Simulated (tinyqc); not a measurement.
Undoped symmetric double-gate MOSFET, analytic potential model: output curve.

An undoped body of thickness ts between two equal insulators and tied gates; long channel, electrons only, n = ni exp((psi - V)/Vt) with V the quasi-Fermi potential (0 at the source, Vd at the drain), constant mobility, no quantisation. Across the body psi(x) = V - 2 Vt ln[(ts/(2 beta)) sqrt(q ni/(2 eps0 eps_r Vt)) cos(2 beta x/ts)], x from the centre. Q is the electron charge per area of the whole body.

ni = sqrt(Nc Nv) exp(-Eg/(2 Vt)), Eg in volts; r = eps_r tox/(eox ts); V0 = dphi + 2 Vt ln[(2/ts) sqrt(2 eps0 eps_r Vt/(q ni))]. beta (between 0 and pi/2) solves (Vg - V0 - V)/(2 Vt) = ln(beta) - ln(cos beta) + 2 r beta tan(beta). Q = 8 eps0 eps_r Vt beta tan(beta)/ts; I = mu (1/L)(4 eps0 eps_r/ts)(2 Vt)^2 [g(beta_s) - g(beta_d)] per width, g = beta tan(beta) - beta^2/2 + r beta^2 tan^2(beta), with beta_s at V = 0 and beta_d at V = Vd.

Parameters, values chosen for the exercise; material values close to those of silicon:
- T = 300 K (temperature)
- Eg = 1.13 eV (band gap)
- eps_r = 11.6 (relative permittivity of the semiconductor)
- Nc = 2.76e19 cm^-3 (conduction-band density of states at T)
- Nv = 2.6e19 cm^-3 (valence-band density of states at T)
- eox = 9.14 (relative permittivity of the gate insulator)
- tox = 2.4 nm (insulator thickness)
- ts = 6 nm (body thickness)
- dphi = -0.14 V (gate work function less that of the intrinsic body)
- mu = 330 cm^2/(V s) (channel mobility)
- L = 1 um (gate length)
- Vg = 0.84 V (gate voltage)

Constants: q = 1.602176634e-19 C, kB = 1.380649e-23 J/K, Vt = kB T/q, eps0 = 8.8541878128e-14 F/cm where lengths are in cm. Results are converted to the units shown.

Output curve:
```
Vd (V)  Qd (nC/cm^2)     Qd/Qs  I (uA/um)
0.09            1935    0.7862      65.26
0.17            1483    0.6025      110.3
0.26            1001    0.4066      147.2
0.34           609.1    0.2474      168.3
0.42           276.8    0.1124      179.8
0.5            60.75   0.02468      183.9
0.58           4.217  0.001713      184.5
0.67          0.1338  5.436e-5      184.6
0.75        0.006068  2.465e-6      184.6
```

The current rises from 65.3 to 185 uA/um, while the charge at the drain end falls from 0.79 to 2.5e-6 of that at the source. The current first comes within 1 % of its last value at Vd = 0.5 V among the rows. Over the last rows Qd falls by a factor of e for each Vt of drain voltage: the drain end is in weak inversion. In every row the surface density at the source passes 0.3 Nc, where Boltzmann statistics fail. In every row the body is thin enough for quantum confinement, left out here, to raise the threshold.

tinyqc, about 0.03 s, one thread, Intel Xeon 2.30GHz (shared host): `OMP_NUM_THREADS=1 python tinyqc.py 2440121 2440122 out.jsonl`
